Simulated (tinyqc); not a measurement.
Complex band structure along [001] in sp3s* tight binding, step by step. Values are carried at full precision from step to step, so a last printed digit may differ when a step is redone from the rounded ones.

For k = (0, 0, kz) the phase sums are g0 = cos(phi) and g3 = i sin(phi), phi = kz a/4, and the s, pz, s* orbitals of anion (a) and cation (c) decouple from px, py. With z = exp(i phi), H(z) = H0 + z T + T^T/z for any complex z. H0 is diagonal (Esa, Epa, Exa, Esc, Epc, Exc). The anion-cation block is B(z) = z U + W/z and the cation-anion block z W^T + U^T/z, where U has Vss/2 (s,s), Vsapc/2 (s,z), -Vscpa/2 (z,s), Vxx/2 (z,z), Vxapc/2 (s*,z), -Vpaxc/2 (z,s*), and W has the same values with the s-z and s*-z signs reversed. |z| = 1 is a band state, |z| < 1 decays along [001] as exp(-kappa d) over a distance d, kappa = -(4/a) ln|z|. No spin-orbit coupling.

Inputs chosen for the exercise (out of a larger set: near a published set for GaP, fitted to gaps, whose masses and valley positions are rough (light masses up to twice too heavy); not measured data):
- p = (-8.174, 1.125, -2.185, 4.144, 8.459, 7.201, -7.471, 2.139, 5.158, 4.296, 6.361, 4.674, 5.079) eV (order Esa, Epa, Esc, Epc, Exa, Exc, Vss, Vxx, Vxy, Vsapc, Vscpa, Vxapc, Vpaxc)
- dE = 1.04 eV (E - Ev)
- a = 5.449 angstrom (lattice constant)

## The layer matrices

Parameters in the order Esa, Epa, Esc, Epc, Exa, Exc, Vss, Vxx, Vxy, Vsapc, Vscpa, Vxapc, Vpaxc. Form H0 and T.

diagonal of H0 (eV): sa -8.1740, za 1.1250, s*a 8.4590, sc -2.1850, zc 4.1440, s*c 7.2010

T (eV), rows sa, za, s*a, sc, zc, s*c and columns alike:
$$\begin{pmatrix}
0.0000 & 0.0000 & 0.0000 & -3.7355 & 2.1480 & 0.0000 \\
0.0000 & 0.0000 & 0.0000 & -3.1805 & 1.0695 & -2.5395 \\
0.0000 & 0.0000 & 0.0000 & 0.0000 & 2.3370 & 0.0000 \\
-3.7355 & 3.1805 & 0.0000 & 0.0000 & 0.0000 & 0.0000 \\
-2.1480 & 1.0695 & -2.3370 & 0.0000 & 0.0000 & 0.0000 \\
0.0000 & 2.5395 & 0.0000 & 0.0000 & 0.0000 & 0.0000
\end{pmatrix}$$

## Edges at Gamma

At z = 1 the levels follow from the blocks [[Esa, Vss], [Vss, Esc]] and [[Epa, Vxx], [Vxx, Epc]]: Ev is the lower p root, and the direct gap ends at the lower of the upper roots.

Ev = 0.0165 eV
EG (direct gap) = 2.8528 eV

## Complex wave vectors at one energy in the gap

Solve det(H0 - E + z T + T^T/z) = 0 with E = Ev + dE, as the linear problem [[0, 1], [-T^T, E - H0]] x = z [[1, 0], [0, T]] x. Roots come as z, -z, 1/z and conjugates; list those with 0 < |z| < 1 and Re z, Im z >= 0, by falling |z|. Re kz = arg(z)/(pi/2) in units of 2 pi/a, kappa = -(4/a) ln|z|.

Decaying roots:
```
Re z      Im z     |z|  Re kz (2 pi/a)  kappa (1/angstrom)
0.7959  0.0000  0.7959          0.0000              0.1675
0.0999  0.4348  0.4461          0.8563              0.5926
```

The slowest root has kappa = 0.1675 1/angstrom at Re kz = 0.000: a purely imaginary k at Gamma. The probability falls by exp(-2 kappa d), a factor 28.5 over 1 nm.

## The px, py block

For px and py the determinant gives (E - Epa)(E - Epc) = Vxx^2 cos^2(phi) + Vxy^2 sin^2(phi). With phi = i kappa a/4 this is sinh^2(kappa a/4) = ((E - Epa)(E - Epc) - Vxx^2)/(Vxx^2 - Vxy^2), E = Ev + dE. Parameters in the order Esa, Epa, Esc, Epc, Exa, Exc, Vss, Vxx, Vxy, Vsapc, Vscpa, Vxapc, Vpaxc.

sinh^2(kappa a/4) = 0.19809
kappa of the heavy-hole branch = 0.3168 1/angstrom

This branch decays faster than the slowest root of the s-pz block (0.1675), by a factor 1.89 in kappa.

## Checks

- Largest distance of a level of the 6 x 6 block at kz = 0.37 (2 pi/a) from a level of the full matrix, against zero (eV): both 0.000000.

Program tinyqc; command `OMP_NUM_THREADS=1 python tinyqc.py 1482562 1482563 out.jsonl`; about 0.01 s on one thread of a shared Intel(R) Xeon(R) Processor @ 2.30GHz.
